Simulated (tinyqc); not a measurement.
Quantum limit of the contact resistance of a three-dimensional channel: one step of the calculation.

Parabolic band with gv valleys, C = hbar^2/(2 m0), eta = (EF - Ec)/(kB T). Landauer picture: each mode conducts 2 q^2/h, and the contacts and the channel add incoherently in series, 1/Tt - 1 = 2 (1/tc - 1) + L/lam for the total transmission Tt.

Problem. Fermi level and modes. n = N F12(eta), N = 2 gv (m kB T/(4 pi C))^1.5, F12(x) = (2/sqrt(pi)) int_0^infinity sqrt(u)/(1 + exp(u - x)) du; modes per area M = gv m kB T ln(1 + exp(eta))/(4 pi C); at zero temperature M0 = gv kF^2/(4 pi), kF = (3 pi^2 n/gv)^(1/3). kB T in eV.

Inputs (values chosen for the exercise): temperature T = 300 K; mass m = 0.11 m0; valleys gv = 3; carrier density n = 1.6e18 cm^-3.

Constants: q = 1.602176634e-19 C, kB = 1.380649e-23 J/K, hbar = 1.054571817e-34 J s, m0 = 9.1093837015e-31 kg, Vt = kB T/q, hbar^2/(2 m0) = 0.0380998212 eV nm^2. Results are converted to the units shown.

Wanted: N; eta; M; M0.

Solution.

N = 2.7465e18 cm^-3
eta = -0.33602
M = 9.6076e11 cm^-2
M0 = 1.5027e12 cm^-2

The zero-temperature count is 56 % above the thermal one.

tinyqc, about 0.02 s, one thread, Intel Xeon 2.30GHz (shared host): `OMP_NUM_THREADS=1 python tinyqc.py 2760134 2760135 out.jsonl`
